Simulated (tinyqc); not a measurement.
## Fermi-level pinning from two metals

Inverse problem. Cowley-Sze model with the space charge neglected: phiB = S (phiM - chi) + (1 - S)(Eg - phi0), S = 1/(1 + q Dit dl/(eps0 ei)), dl in cm. Find S, phi0 and Dit.

Inputs (values chosen for the exercise); band and dielectric values close to those of gallium nitride:
- Eg = 3.41 eV (band gap)
- chi = 4.14 eV (electron affinity)
- dl = 0.3 nm (thickness of the interfacial layer)
- ei = 3.9 (relative permittivity of the interfacial layer)

Constants: q = 1.602176634e-19 C, eps0 = 8.8541878128e-14 F/cm where lengths are in cm. Results are converted to the units shown.

barriers for metals with phiM = 4.33 and 5.17 eV (eV): [1.0156771, 1.3302462]

Answer. S is the slope of phiB against phiM; either barrier then gives phi0, and S gives Dit.

S = 0.3745
phi0 = 1.900 eV
Dit = 1.200e14 cm^-2 eV^-1

Numbers from tinyqc (`OMP_NUM_THREADS=1 python tinyqc.py 2020067 2020068 out.jsonl`; about 0.03 s on one thread of a shared Intel Xeon 2.30GHz).
